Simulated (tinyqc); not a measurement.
Schottky barrier on an n-type semiconductor, non-linear Poisson equation by Newton steps: one step of the calculation.

One dimension, metal at x = 0, donor density C(x) = Nd, uniform. Energies are counted from the electron Fermi level of the semiconductor and the conduction-band edge is Ec = -psi, so n = Nc exp(psi/Vt); holes follow the Fermi level of the metal, at -V, so p = Nv exp((V - psi - Eg)/Vt). Ends: psi(0) = V - phiB and psi = Vt ln(Nd/Nc) deep inside. Boltzmann statistics, full ionisation, no current, no image force in the Poisson equation.

Question. End potentials, built-in voltage, Debye length. psi_0 = V - phiB, psi_b = Vt ln(Nd/Nc), Vbi = phiB - Vt ln(Nc/Nd), LD = sqrt(eps0 eps_r Vt/(q Nd)), W = sqrt(2 eps0 eps_r (Vbi - V)/(q Nd)), hole density at the metal p_0 = Nv exp((phiB - Eg)/Vt).

Inputs (values chosen for the exercise); band and dielectric values close to those of gallium arsenide:
```
symbol    value   unit                                      meaning
T           300      K                                  temperature
Eg         1.43     eV                                     band gap
eps_r      12.9                               relative permittivity
Nc      4.45e17  cm^-3       conduction-band density of states at T
Nv      9.05e18  cm^-3          valence-band density of states at T
Nd       6.6e15  cm^-3      donor density deep in the semiconductor
phiB        0.6     eV                               barrier height
V          -2.1      V  bias of the metal against the semiconductor
```

Constants: q = 1.602176634e-19 C, kB = 1.380649e-23 J/K, Vt = kB T/q, eps0 = 8.8541878128e-14 F/cm where lengths are in cm. Results are converted to the units shown.

Find: psi_0; psi_b; Vbi; LD; W for uniform Nd; p_0.

Answer.

psi_0 = -2.700 V
psi_b = -0.1089 V
Vbi = 0.4911 V
LD = 52.84 nm
W for uniform Nd = 748.2 nm
p_0 = 1.031e5 cm^-3

The hole density at the metal is 1.6e-11 times Nd, so holes hardly matter.

Numbers from tinyqc (`OMP_NUM_THREADS=1 python tinyqc.py 2020085 2020086 out.jsonl`; about 0.04 s on one thread of a shared Intel Xeon 2.30GHz).
